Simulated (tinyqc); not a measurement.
Thin-film optics by transfer matrices: sweeps and comparisons. A value that a table varies takes the place of the one given here.

Indices N = n + i k. Snell: N0 sin(theta) = N_j sin(theta_j), with Im(N_j cos theta_j) >= 0. Admittance y_j = N_j cos theta_j for s and N_j/cos theta_j for p. Phase delta_j = 2 pi N_j cos theta_j d_j/lambda. Layer matrix [[cos delta, -i sin delta/y], [-i y sin delta, cos delta]], multiplied from the top down to M. (B, C) = M (1, y_sub); r = (y0 B - C)/(y0 B + C), R = |r|^2, T = 4 Re y0 Re y_sub/|y0 B + C|^2, absorbed in the films 1 - R - T.

Ellipsometry: rho = tan(Psi) exp(i Delta) = -conj(r_p/r_s) with the r of the admittance formula, Delta in 0 to 360 degrees, so that a bare dielectric at small angles gives Delta = 180.

Parameters, chosen for this exercise (indices near those of polySi, SiO2 on Si; the results hold for these values, not for the real material):
- lam = 248 nm (vacuum wavelength)
- n0 = 1 (ambient index)
- n = (1.685, 1.529, 1.561) (n of polySi, SiO2, substrate)
- k = (2.885, 0, 3.514) (k in the same order)
- d = (104, 95.6) nm (thicknesses, top first)
- theta = 75 degrees (angle of incidence)

## Angle of incidence

Both polarisations.

Stack:
```
theta (degrees)     R_s     R_p    Psi   Delta
0                0.5661  0.5661  45.00  180.00
15               0.5778  0.5543  44.40  177.95
30               0.6132  0.5175  42.57  171.45
45               0.6728  0.4527  39.36  159.09
55               0.7263  0.3934  36.35  145.56
60               0.7572  0.3609  34.62  136.11
65               0.7909  0.3300  32.86  123.89
70               0.8274  0.3078  31.38  107.75
75               0.8666  0.3099  30.88   86.45
80               0.9085  0.3703  32.56   59.86
85               0.9530  0.5598  37.47   30.18
```

R_s and R_p agree at normal incidence (0.5661). R_p is lowest at 70 degrees of those listed (0.3078), where R_s = 0.8274; the top film absorbs, so there is only a pseudo-Brewster minimum. R_s rises steadily with the angle.

## Sensitivity of the reflectance

R for both polarisations. Each row changes one parameter from the base and keeps the others.

Results:
```
case                          R_s     R_p     T_s
base                       0.8666  0.3099  0.0000
d = (109, 95.6) nm         0.8666  0.3099  0.0000
n = (1.719, 1.529, 1.561)  0.8651  0.3032  0.0000
k = (2.885, 0, 3.875)      0.8666  0.3099  0.0000
lam = 253 nm               0.8666  0.3099  0.0000
theta = 80 degrees         0.9085  0.3703  0.0000
```

The largest shifts from the base row, up to three for each result and ties (the steps differ in size, so this ranks the rows, not the parameters). R_s: theta +0.0419, n -0.0015; unchanged at the printed digits by d, k and lam. R_p: theta +0.0604, n -0.0067; unchanged at the printed digits by d, k and lam. T_s: unchanged at the printed digits by d, n, k, lam and theta. The top film passes only exp(-4 pi k d/lam) = 2e-07 of the light one way at normal incidence, and less at an angle, so R hardly sees what lies below.

tinyqc: `OMP_NUM_THREADS=1 python tinyqc.py 1652186 1652187 out.jsonl`; about 0.01 s, one thread, shared Intel(R) Xeon(R) Processor @ 2.30GHz.
